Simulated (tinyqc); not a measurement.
Away from the valley: two-band massive Dirac model of the K valleys.

Basis (conduction, valence): H = [[D/2, a t (tau kx - i ky)], [a t (tau kx + i ky), -D/2 + lam tau sz]], valley tau = +/-1, spin sz = +/-1. The gap of a spin and valley is G = D - lam tau sz. Berry curvature Omega = curl of i<u|grad u>; for the conduction band Omega_c = -tau 2 a^2 t^2 G/(G^2 + 4 a^2 t^2 k^2)^(3/2), and Omega_v = -Omega_c.

Values chosen for the exercise (near those used for monolayer WS2; the results hold for these values, not for the real material):
- a = 3.205 angstrom (lattice constant)
- D = 1.79 eV (gap parameter)
- t = 1.45 eV (effective hopping)
- lam = 0.228 eV (half the valence spin splitting)

Flavour tau = +1, sz = +1. Parabolic transition energy G + 2 a^2 t^2 k^2/G; degree of circular polarisation eta = 2 cos(theta)/(1 + cos^2(theta)). The last column is the Berry flux of the conduction band inside |k|, over 2 pi: -(1 - cos(theta))/2, cos(theta) = G/(transition energy).

Along |k|:

| \|k\| (1/angstrom) | transition (eV) | parabolic (eV) | Omega_c (angstrom^2) | eta | flux/2 pi |
|---|---|---|---|---|---|
| 0.000 | 1.5620 | 1.5620 | -17.704 | 1.0000 | 0.0000 |
| 0.025 | 1.5792 | 1.5793 | -17.132 | 0.9999 | -0.0054 |
| 0.050 | 1.6297 | 1.6311 | -15.589 | 0.9991 | -0.0208 |
| 0.075 | 1.7105 | 1.7175 | -13.482 | 0.9959 | -0.0434 |
| 0.100 | 1.8176 | 1.8385 | -11.236 | 0.9886 | -0.0703 |
| 0.150 | 2.0937 | 2.1842 | -7.351 | 0.9586 | -0.1270 |
| 0.200 | 2.4280 | 2.6681 | -4.713 | 0.9100 | -0.1783 |
| 0.300 | 3.1961 | 4.0508 | -2.067 | 0.7890 | -0.2556 |

The curvature halves at |k| = 0.129 1/angstrom, where 2 a t k = 0.766 G. At 0.3 the parabola is 855 meV too high, eta has fallen only to 0.789, and the flux has reached -0.256 of the -1/2 that a whole cone holds. The real bands leave this model beyond about 0.1 to 0.2 1/angstrom, where trigonal warping and other bands enter.

(tinyqc, `OMP_NUM_THREADS=1 python tinyqc.py 1482162 1482163 out.jsonl`, Intel(R) Xeon(R) Processor @ 2.30GHz, 1 thread, shared host, about 0.01 s.)
